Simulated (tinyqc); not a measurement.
Inside a calculation. Method: bound state in one dimension: Numerov shooting, finite differences, DVR. Computed by tinyqc, a small Python program that keeps every step. Settings: points = 96. Command: `OMP_NUM_THREADS=1 python tinyqc.py 28944 28945 out.jsonl` (the two numbers bound the seeds that draw the settings). One thread of a shared host (Intel(R) Xeon(R) Processor @ 2.60GHz), about 0.01 s of CPU time with the checks.

## Numerov steps at E = -8.76

One particle of mass 1 in V = -8.94 exp(-x^2/1.86^2) (atomic units), psi = 0 at both ends:
```
parameter                value
left end                    -7
right end                    7
intervals                   96
h                     0.145833
state sought (nodes)         2
```

k_i = 2 m (E - V_i); (1 + h^2 k_(i+1)/12) y_(i+1) = 2 (1 - 5 h^2 k_i/12) y_i - (1 + h^2 k_(i-1)/12) y_(i-1), from y_0 = 0, y_1 = 0.001.

Points along the way:
```
i           x          V           k               y
0   -7.000000  -0.000006  -17.519987        0.000000
1   -6.854167  -0.000011  -17.519977        0.001000
2   -6.708333  -0.000020  -17.519960        0.002385
3   -6.562500  -0.000035  -17.519930        0.004686
4   -6.416667  -0.000061  -17.519879        0.008790
5   -6.270833  -0.000104  -17.519793        0.016273
32  -2.333333  -1.853016  -13.813967   187697.560990
33  -2.187500  -2.242032  -13.035936   324274.899030
34  -2.041667  -2.679568  -12.160864   552268.534460
35  -1.895833  -3.163358  -11.193285   925133.907970
36  -1.750000  -3.688861  -10.142279  1520762.363600
37  -1.604167  -4.249098   -9.021805  2447228.840600
```

## Bisection on the node count

With more sign changes than the state has nodes (the last point included) the energy is too high, else too low; the bracket starts as -8.76 to -0.05.

Trials:
```
trial            E  sign changes  y at the right end   next
1      -4.40500000             2            7.96e+09  raise
2      -2.22750000             4            1.95e+05  lower
3      -3.31625000             3           -8.21e+07  lower
4      -3.86062500             3           -2.71e+08  lower
5      -4.13281250             2            8.58e+08  raise
6      -3.99671875             3           -1.43e+07  lower
7      -4.06476562             2            3.11e+08  raise
8      -4.03074219             2            1.25e+08  raise
9      -4.01373047             2            5.05e+07  raise
10     -4.00522461             2            1.69e+07  raise
11     -4.00097168             2            1.04e+06  raise
12     -3.99884521             3           -6.68e+06  lower
13     -3.99990845             3           -2.84e+06  lower
14     -4.00044006             3           -9.06e+05  lower
...            ...           ...                 ...    ...
28     -4.00068812             2            4.11e+01  raise
29     -4.00068811             3           -1.82e+01  lower
30     -4.00068811             2            1.15e+01  raise
```

eigenvalue = -4.00068811 hartree

## The same grid by other methods

Three-point finite differences and the sine-DVR kinetic matrix of Colbert and Miller on the same points.

Lowest levels (hartree):
```
state  finite differences        DVR
0               -7.860682  -7.857757
1               -5.821328  -5.808776
2               -4.027140  -4.000426
3               -2.495586  -2.456140
4               -1.256616  -1.211859
```
